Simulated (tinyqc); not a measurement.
Inside a calculation. Method: plane-wave Kohn-Sham cycle with exchange-only LDA in a layered model solid. Computed by tinyqc, a small Python program that keeps every step. Settings: points = 16, plane-wave index or count = 2, electrons = 2, k points = 2, area = 22.0, mixing = 0.8, iteration cap = 59, Kerker q0 = 0.74. Command: `OMP_NUM_THREADS=1 python tinyqc.py 28437 28438 out.jsonl` (the two numbers bound the seeds that draw the settings). One thread of a shared host (Intel(R) Xeon(R) Processor @ 2.60GHz), about 0.02 s of CPU time with the checks. Later iterations appear only in the table of the cycle.

## Iteration 1: potential

A solid whose potential varies along x alone (atomic units):
```
parameter                      value
period a                   16.600000
cross-section of the cell  22.000000
electrons per cell                 2
grid points                       16
plane waves -n..n, n               2
k points                           2
V1 in V1 cos(2 pi x/a)     -0.300000
```

density at the start, on the grid x_j = j a/N (e/bohr^3): [0.00547645, 0.00547645, 0.00547645, 0.00547645, 0.00547645, 0.00547645, 0.00547645, 0.00547645, 0.00547645, 0.00547645, 0.00547645, 0.00547645, 0.00547645, 0.00547645, 0.00547645, 0.00547645]

V_H(G) = 4 pi rho(G)/G^2 for G != 0 (uniform background); v_x = -(3 rho/pi)^(1/3); V = V_ext + V_H + v_x; Fourier components f(G_m) = (1/N) sum_j f(x_j) exp(-i G_m x_j).

Potentials on the grid (hartree):
```
x              V_ext       V_H        v_x          V
0.000000   -0.300000  0.000000  -0.173576  -0.473576
1.037500   -0.277164  0.000000  -0.173576  -0.450740
2.075000   -0.212132  0.000000  -0.173576  -0.385708
3.112500   -0.114805  0.000000  -0.173576  -0.288381
4.150000           0  0.000000  -0.173576  -0.173576
5.187500    0.114805  0.000000  -0.173576  -0.058771
6.225000    0.212132  0.000000  -0.173576   0.038556
7.262500    0.277164  0.000000  -0.173576   0.103588
8.300000    0.300000  0.000000  -0.173576   0.126424
9.337500    0.277164  0.000000  -0.173576   0.103588
10.375000   0.212132  0.000000  -0.173576   0.038556
11.412500   0.114805  0.000000  -0.173576  -0.058771
12.450000          0  0.000000  -0.173576  -0.173576
13.487500  -0.114805  0.000000  -0.173576  -0.288381
14.525000  -0.212132  0.000000  -0.173576  -0.385708
15.562500  -0.277164  0.000000  -0.173576  -0.450740
```

V(G_m), m = 0, 1, 2, ... (hartree): [-0.173576, -0.150000, 0.000000, 0.000000, 0.000000]

## Iteration 1: Hamiltonian at one k

k = 0.250000 2 pi / a

H(m,m') = (k + G_m)^2/2 delta + V(G_m - G_m'), with V(-G) = V(G).

H (hartree), order -2, -1, +0, +1, +2:
```
[[0.045800, -0.150000, 0.000000, 0.000000, 0.000000],
 [-0.150000, -0.133283, -0.150000, 0.000000, 0.000000],
 [0.000000, -0.150000, -0.169099, -0.150000, 0.000000],
 [0.000000, 0.000000, -0.150000, -0.061650, -0.150000],
 [0.000000, 0.000000, 0.000000, -0.150000, 0.189066]]
```

## Iteration 1: levels at that k

Diagonalise the Hermitian matrix.

eigenvalues (hartree): [-0.373000, -0.177836, -0.003022, 0.152943, 0.271750]

## Iteration 1: new density

Motion across x is left out: the lowest 1 band(s) hold two electrons at each of the k points (j + 1/2)/nk - 1/2. Residual R = rho(out) - rho(in); rho(new) = rho(in) + 0.8 R, with R(G) scaled by G^2/(G^2 + 0.74^2) (Kerker). rho(out) = 2/(a A nk) sum |psi|^2 with psi = sum c exp(i G x). Harris energy E = band energy - dV sum rho (V_H/2 + v_x) + (3/4) dV sum rho v_x with rho(in), dV = a A/N, band energy = (2/nk) sum of the filled levels.

rho(out) (e/bohr^3): [0.02076617, 0.01757542, 0.01049214, 0.00419710, 0.00101485, 0.00012588, 0.00000784, 0.00000740, 0.00001578, 0.00000740, 0.00000784, 0.00012588, 0.00101485, 0.00419710, 0.01049214, 0.01757542]

density after iteration 1 (e/bohr^3): [0.00984760, 0.00851401, 0.00578561, 0.00391678, 0.00370485, 0.00432390, 0.00487482, 0.00515112, 0.00523344, 0.00515112, 0.00487482, 0.00432390, 0.00370485, 0.00391678, 0.00578561, 0.00851401]

energy per cell = -0.65921172 hartree

## Iteration 2: potential

As before.

Potentials on the grid (hartree):
```
x              V_ext        V_H        v_x          V
0.000000   -0.300000   0.180386  -0.211074  -0.330687
1.037500   -0.277164   0.152412  -0.201080  -0.325831
2.075000   -0.212132   0.084986  -0.176783  -0.303929
3.112500   -0.114805   0.012305  -0.155227  -0.257727
4.150000           0  -0.041253  -0.152375  -0.193628
5.187500    0.114805  -0.071779  -0.160429  -0.117403
6.225000    0.212132  -0.086589  -0.166972  -0.041429
7.262500    0.277164  -0.092938  -0.170069   0.014157
8.300000    0.300000  -0.094673  -0.170970   0.034357
9.337500    0.277164  -0.092938  -0.170069   0.014157
10.375000   0.212132  -0.086589  -0.166972  -0.041429
11.412500   0.114805  -0.071779  -0.160429  -0.117403
12.450000          0  -0.041253  -0.152375  -0.193628
13.487500  -0.114805   0.012305  -0.155227  -0.257727
14.525000  -0.212132   0.084986  -0.176783  -0.303929
15.562500  -0.277164   0.152412  -0.201080  -0.325831
```

V(G_m), m = 0, 1, 2, ... (hartree): [-0.171744, -0.091993, 0.011292, 0.000329, 0.000446]

## Iteration 2: Hamiltonian at one k

k = 0.250000 2 pi / a

As before.

H (hartree), order -2, -1, +0, +1, +2:
```
[[0.047632, -0.091993, 0.011292, 0.000329, 0.000446],
 [-0.091993, -0.131451, -0.091993, 0.011292, 0.000329],
 [0.011292, -0.091993, -0.167267, -0.091993, 0.011292],
 [0.000329, 0.011292, -0.091993, -0.059818, -0.091993],
 [0.000446, 0.000329, 0.011292, -0.091993, 0.190898]]
```

## Iteration 2: levels at that k

As before.

eigenvalues (hartree): [-0.271372, -0.145694, -0.025969, 0.097104, 0.225924]

## Iteration 2: new density

As before.

rho(out) (e/bohr^3): [0.01787856, 0.01573867, 0.01068776, 0.00552521, 0.00213419, 0.00060950, 0.00013572, 0.00003242, 0.00001772, 0.00003242, 0.00013572, 0.00060950, 0.00213419, 0.00552521, 0.01068776, 0.01573867]

density after iteration 2 (e/bohr^3): [0.01146455, 0.00995395, 0.00666513, 0.00396300, 0.00304302, 0.00341615, 0.00410059, 0.00457271, 0.00472958, 0.00457271, 0.00410059, 0.00341615, 0.00304302, 0.00396300, 0.00666513, 0.00995395]

energy per cell = -0.47940736 hartree

## Convergence

Stop when sqrt(dV sum R^2) is below 1e-8, dV = a A/N.

Course of the cycle:
```
iteration  E (hartree)  norm of the residual
1          -0.65921172              1.37e-01
2          -0.47940736              9.30e-02
3          -0.38967019              5.97e-02
4          -0.35868847              3.61e-02
5          -0.35284120              2.02e-02
6          -0.35163606              9.04e-03
7          -0.35135047              4.87e-03
8          -0.35129666              2.37e-03
9          -0.35127991              1.62e-03
10         -0.35127689              1.06e-03
11         -0.35127491              8.96e-04
...                ...                   ...
49         -0.35127255              3.09e-06
50         -0.35127255              4.60e-06
51         -0.35127255              7.47e-06
52         -0.35127255              1.25e-05
53         -0.35127255              2.10e-05
54         -0.35127255              3.53e-05
55         -0.35127256              5.95e-05
56         -0.35127257              1.00e-04
57         -0.35127262              1.69e-04
58         -0.35127274              2.85e-04
59         -0.35127309              4.81e-04
```

Not converged within 59 iterations: the residual wanders without falling. Reruns (cap 100 unless said): mixing 0.1: not converged; mixing 0.5, Kerker q0 1.0: converged in 69 (E = -0.35127); mixing 0.3, Pulay depth 5: converged in 23 (E = -0.35127); the original settings with a cap of 400: not converged.
